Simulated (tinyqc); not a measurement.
Inside a calculation. Model: gated two-dimensional channel with two bands, quantum capacitance.

Numbers from tinyqc (`OMP_NUM_THREADS=1 python tinyqc.py 2200118 2200119 out.jsonl`; about 0.01 s on one thread of a shared Intel Xeon 2.30GHz). Printed values are rounded.

phi is the Fermi level above the lowest band edge, in volts; Vg is counted from the gate voltage at which an empty channel would have phi = 0. The channel has no thickness; trap charge is -q Dit phi.

Parameters, values chosen for the exercise; lowest band close to that of a thin germanium body:
```
symbol   value         unit                                                                 meaning
T          400            K                                                             temperature
eox        3.9               relative permittivity of the gate insulator (close to silicon dioxide)
tox        9.1           nm                                                     insulator thickness
md      0.0858           m0                                                           in-plane mass
gv           1                                                                    valley degeneracy
m2        0.19           m0                           in-plane mass of a second band, chosen freely
g2           4                                        valley degeneracy of that band, chosen freely
E2        0.19           eV                                        second band edge above the first
Dit       5e11  cm^-2 eV^-1                                                        density of traps
Vg        0.95            V                                                            gate voltage
```

Constants: q = 1.602176634e-19 C, kB = 1.380649e-23 J/K, hbar = 1.054571817e-34 J s, m0 = 9.1093837015e-31 kg, Vt = kB T/q, eps0 = 8.8541878128e-14 F/cm where lengths are in cm. Results are converted to the units shown.

## Gate capacitance

Cox = eps0 eox/tox.

Cox = 0.3794652 uF/cm^2

## Starting value

phi = Vg.

phi at the start = 0.95 V

## Iteration 1: new phi

D1 = gv md m0 q/(pi hbar^2), D2 = g2 m2 m0 q/(pi hbar^2) per eV; n1 = D1 Vt ln(1 + exp(phi/Vt)), n2 = D2 Vt ln(1 + exp((phi - E2)/Vt)), n = n1 + n2; Cq = q dn/dphi = q [D1/(1 + exp(-phi/Vt)) + D2/(1 + exp((E2 - phi)/Vt))]. Newton: f = phi + q (n + Dit phi)/Cox - Vg, phi(new) = phi - f/(1 + (Cq + q Dit)/Cox).

n1 = 3.404929e13 cm^-2
n2 = 2.412817e14 cm^-2
Cq = 56.60767 uF/cm^2
f = 116.4507 V
phi after iteration 1 = 0.1756680 V

## Iteration 2: new phi

As before.

n1 = 6.303717e12 cm^-2
n2 = 5.545006e12 cm^-2
Cq = 25.92769 uF/cm^2
f = 4.265517 V
phi after iteration 2 = 0.1143272 V

## Course of the iteration

Stop when the step is below 1e-10 V, or after 40 iterations.

Course of the iteration:

| iteration | phi before the step (V) | step (V) |
|---|---|---|
| 1 | 0.95 | -0.774 |
| 2 | 0.1756680 | -0.0613 |
| 3 | 0.1143272 | -0.0487 |
| 4 | 0.06560084 | -0.0178 |
| 5 | 0.04784280 | -1.44e-3 |
| 6 | 0.04639919 | -8.93e-6 |
| 7 | 0.04639026 | -3.41e-10 |
| 8 | 0.04639026 | 0 |

Converged in 8 iterations.

## Charge and capacitances at the solution

converged phi = 0.04639026 V

D1 = gv md m0 q/(pi hbar^2), D2 = g2 m2 m0 q/(pi hbar^2) per eV; n1 = D1 Vt ln(1 + exp(phi/Vt)), n2 = D2 Vt ln(1 + exp((phi - E2)/Vt)), n = n1 + n2; Cq = q dn/dphi = q [D1/(1 + exp(-phi/Vt)) + D2/(1 + exp((E2 - phi)/Vt))]. 1/C_G = 1/Cox + 1/(Cq + q Dit); dphi/dVg = Cox/(Cox + Cq + q Dit).

n = 2.116946e12 cm^-2
Cq = 5.333161 uF/cm^2
C_G = 0.3546075 uF/cm^2
dphi/dVg = 0.06550709

C_G is 93.4 % of Cox; 4.88 % of the gate voltage has gone into phi.
